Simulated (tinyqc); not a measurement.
Inside a calculation. Method: Pariser-Parr-Pople SCF with singles CI, for the molecule Nc1cccccc1=O (SMILES; centres numbered as the heavy atoms are written). One step of it, computed by the program tinyqc.

Task: Iteration 2: Fock matrix. F_rr = H_rr + P_rr gamma_rr / 2 + sum_(s != r) P_ss gamma_rs; F_rs = H_rs - P_rs gamma_rs / 2; E = tr P (H + F) / 2 + core repulsion sum_(r<s) z_r z_s gamma_rs.

P after iteration 1:
```
           1N         2C         3C         4C         5C         6C         7C         8C
1N   1.514263   0.637815  -0.260041  -0.202975   0.236960   0.111203  -0.270142  -0.079171
2C   0.637815   0.959605   0.572344   0.047506  -0.206953  -0.084160   0.152970   0.390717
3C  -0.260041   0.572344   1.112726   0.658179  -0.089927  -0.209581   0.044744   0.102241
4C  -0.202975   0.047506   0.658179   0.955221   0.645939   0.058864  -0.245355  -0.099855
5C   0.236960  -0.206953  -0.089927   0.645939   1.083104   0.604553  -0.079458  -0.152051
6C   0.111203  -0.084160  -0.209581   0.058864   0.604553   0.949119   0.702354   0.075448
7C  -0.270142   0.152970   0.044744  -0.245355  -0.079458   0.702354   1.083487   0.503468
8C  -0.079171   0.390717   0.102241  -0.099855  -0.152051   0.075448   0.503468   0.914575
9O  -0.045452  -0.083387  -0.272770   0.138073   0.224003  -0.241430  -0.235988   0.716873

           9O
1N  -0.045452
2C  -0.083387
3C  -0.272770
4C   0.138073
5C   0.224003
6C  -0.241430
7C  -0.235988
8C   0.716873
9O   1.427901
```

core matrix H (eV):
```
            1N          2C          3C          4C          5C          6C          7C          8C
1N  -55.332022   -2.510000    0.000000    0.000000    0.000000    0.000000    0.000000    0.000000
2C   -2.510000  -51.886284   -2.670000    0.000000    0.000000    0.000000    0.000000   -2.670000
3C    0.000000   -2.670000  -47.339900   -2.670000    0.000000    0.000000    0.000000    0.000000
4C    0.000000    0.000000   -2.670000  -44.510121   -2.670000    0.000000    0.000000    0.000000
5C    0.000000    0.000000    0.000000   -2.670000  -43.633384   -2.670000    0.000000    0.000000
6C    0.000000    0.000000    0.000000    0.000000   -2.670000  -44.063151   -2.670000    0.000000
7C    0.000000    0.000000    0.000000    0.000000    0.000000   -2.670000  -46.100416   -2.670000
8C    0.000000   -2.670000    0.000000    0.000000    0.000000    0.000000   -2.670000  -50.124767
9O    0.000000    0.000000    0.000000    0.000000    0.000000    0.000000    0.000000   -2.800000

            9O
1N    0.000000
2C    0.000000
3C    0.000000
4C    0.000000
5C    0.000000
6C    0.000000
7C    0.000000
8C   -2.800000
9O  -51.091232
```

repulsion gamma_rs (eV):
```
           1N         2C         3C         4C         5C         6C         7C         8C
1N  16.800000   5.922090   4.232585   3.029968   2.593071   2.593485   3.030210   4.232794
2C   5.922090  11.130000   5.346273   3.773541   3.243428   3.243926   3.773156   5.345539
3C   4.232585   5.346273  11.130000   5.345136   3.772432   3.243627   3.243332   3.773156
4C   3.029968   3.773541   5.345136  11.130000   5.345691   3.773721   3.243627   3.243926
5C   2.593071   3.243428   3.772432   5.345691  11.130000   5.345691   3.772432   3.243428
6C   2.593485   3.243926   3.243627   3.773721   5.345691  11.130000   5.345136   3.773541
7C   3.030210   3.773156   3.243332   3.243627   3.772432   5.345136  11.130000   5.346273
8C   4.232794   5.345539   3.773156   3.243926   3.243428   3.773541   5.346273  11.130000
9O   4.097819   4.156243   2.990774   2.564544   2.564138   2.990539   4.156040   5.773315

           9O
1N   4.097819
2C   4.156243
3C   2.990774
4C   2.564544
5C   2.564138
6C   2.990539
7C   4.156040
8C   5.773315
9O  15.200000
```

Centres (angstrom, eV; a flat drawing with bonds scaled to 1.40 angstrom):
```
centre          x          y  core charge z          W   gamma_rr
1N      -2.112000  -1.307000              2  25.600000  16.800000
2C      -0.850000  -0.700000              1  11.160000  11.130000
3C       0.244000  -1.573000              1  11.160000  11.130000
4C       1.609000  -1.261000              1  11.160000  11.130000
5C       2.217000   0.000000              1  11.160000  11.130000
6C       1.609000   1.261000              1  11.160000  11.130000
7C       0.244000   1.573000              1  11.160000  11.130000
8C      -0.850000   0.700000              1  11.160000  11.130000
9O      -2.112000   1.307000              1  17.700000  15.200000
```

Give: F; pi energy.

Result:

F (eV):
```
         1N      2C      3C      4C      5C      6C      7C      8C
1N  -11.050  -4.399   0.550   0.308  -0.307  -0.144   0.409   0.168
2C   -4.399  -6.521  -4.200  -0.090   0.336   0.137  -0.289  -3.714
3C    0.550  -4.200  -6.102  -4.429   0.170   0.340  -0.073  -0.193
4C    0.308  -0.090  -4.429  -5.523  -4.396  -0.111   0.398   0.162
5C   -0.307   0.336   0.170  -4.396  -5.474  -4.286   0.150   0.247
6C   -0.144   0.137   0.340  -0.111  -4.286  -5.224  -4.547  -0.142
7C    0.409  -0.289  -0.073   0.398   0.150  -4.547  -5.171  -4.016
8C    0.168  -3.714  -0.193   0.162   0.247  -0.142  -4.016  -5.068
9O    0.093   0.173   0.408  -0.177  -0.287   0.361   0.490  -4.869

        9O
1N   0.093
2C   0.173
3C   0.408
4C  -0.177
5C  -0.287
6C   0.361
7C   0.490
8C  -4.869
9O  -8.869
```

pi energy = -145.992 eV
